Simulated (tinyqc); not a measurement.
Inside a calculation: quantum-confined Stark effect in a modulator well. Values are carried at full precision from step to step, so a last printed digit may differ when a step is redone from the rounded ones.

Constants: hbar^2/2m0 = 3.80998211 eV angstrom^2; e^2/(4 pi eps0) = 14.39964547 eV angstrom; hc = 1239.841984 eV nm.

Parameters, chosen for this exercise (near those of a Ge well in SiGe, direct gap; the results hold for these values, not for the real material):
```
symbol  value   unit      meaning
L       64      angstrom  well width
me      0.0433  m0        electron, well
mh      0.203   m0        heavy hole along z, well
F       40      kV/cm     field
Vc      0.373   eV        conduction offset
Vv      0.104   eV        heavy-hole offset
meb     0.0533  m0        electron, barrier
mhb     0.24    m0        heavy hole, barrier
Eg      0.853   eV        gap of the well
mp      0.068   m0        heavy hole in the plane
eps     15.7              dielectric constant
dE      12      meV       operating point below the zero-field line
G       10      meV       half width of the exciton line
```

## Estimate for hard walls

Second order: each level moves by -C m (e F)^2 L^4/(2c), C = (15/pi^2 - 1)/(24 pi^2), c = hbar^2/2m0, 1 kV/cm = 1e-5 eV/angstrom. It holds while e F L is no more than about twice 3 c pi^2/(m L^2).

Estimate:
```
carrier,shift (meV),e F L over the level spacing
electron,-0.03,0.04
heavy hole,-0.16,0.19
```

The hole, 4.7 times heavier, carries 82 % of the estimated shift.

## Levels and envelopes

Envelopes on cells of 0.5 angstrom over the well |z| < L/2 and 45 angstrom of barrier on each side, psi = 0 beyond, psi'/m continuous (mean mass between points), c = hbar^2/2m0. The electron sees + e F z and the hole - e F z, each with its offset in the barriers; 1 kV/cm = 1e-5 eV/angstrom. Light holes, band mixing and escape by tunnelling are left out.

Ground levels, squared overlap and separation <z>_h - <z>_e without and with the field.

Results:
```
F (kV/cm),E_e (meV),E_h (meV),overlap^2,separation (angstrom)
0,89.02,21.03,0.998,0.0
40,88.78,20.15,0.975,5.6
```

The electron level moves by -0.24 meV (7.1 times the hard-wall estimate, since it leaks into the barriers and sees a wider well) and the hole level by -0.88 meV (5.62 times).

## Exciton

Exciton: in-plane function exp(-rho/lam), 1/mu = 1/me + 1/mp, E(lam) = c/(mu lam^2) - (q/eps) times the integral over k of Fm(k)(1 + (k lam/2)^2)^(-3/2), Fm(k) the double integral of psi_e^2 psi_h^2 exp(-k |z - z'|), q = e^2/(4 pi eps0); binding Eb = -E at the minimum. Line at Eg + E_e + E_h - Eb, strength proportional to overlap^2/lam^2.

Minimise over lam without and with the field.

Results:
```
F (kV/cm),lam (angstrom),Eb (meV),line (eV),nm,overlap^2/lam^2 (1e-4/angstrom^2)
0,209.7,4.23,0.9588,1293.1,0.2270
40,210.5,4.21,0.9577,1294.6,0.2200
```

The weaker binding gives back 0.02 meV of the red shift, leaving 1.1 meV; the strength falls to 97 %.

## Contrast at the operating point

With a Gaussian line of half width G, the absorption at E_op = line(0) - dE is proportional to strength x exp(-ln2 ((E_op - line)/G)^2); continuum absorption is left out. Give it at both fields, relative to the zero-field peak.

E_op = 0.9468 eV
wavelength = 1309.5 nm

absorption without and with the field: 0.37  0.43

The field changes the absorption by +0.06 of the zero-field peak. The zero-field tail still absorbs here, since dE is no more than 2G, which costs insertion loss.

## Checks

- Zero-field levels against the matching condition of the square well, meV: largest difference 3.2e-01.
- Slope d(E_e + E_h)/dF against minus the separation (Hellmann-Feynman), angstrom: both -5.6.

tinyqc: `OMP_NUM_THREADS=1 python tinyqc.py 1252279 1252280 out.jsonl`; about 0.2 s, one thread, shared Intel(R) Xeon(R) Processor @ 2.30GHz.
